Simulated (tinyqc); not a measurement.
Saturation velocity and mobility from two gate lengths.

Question. Isat = Cox vsat Vg (x - 1)/(x + 1) per width, x = sqrt(1 + 2 mu Vg/(m vsat L)), with no series resistance and the same overdrive Vg and mu at both lengths. Find vsat and mu.

Parameters, values chosen for the exercise:
```
symbol  value     unit           meaning
Cox      2.01  uF/cm^2  gate capacitance
m        1.16                body factor
```

Vg = 0.69 V
Isat at L = 2 and 6 um (uA/um): [25.443743, 8.7784986]

Answer. The ratio of the currents depends on c = 2 mu Vg/(m vsat) alone and falls steadily from L2/L1 to 1 as c grows, so it fixes c; either current then gives vsat.

vsat = 7.10e6 cm/s
mu = 130 cm^2/(V s)

Computed by the program tinyqc: `OMP_NUM_THREADS=1 python tinyqc.py 2500002 2500003 out.jsonl`, one thread of a shared Intel Xeon 2.30GHz, about 0.01 s for the whole run.
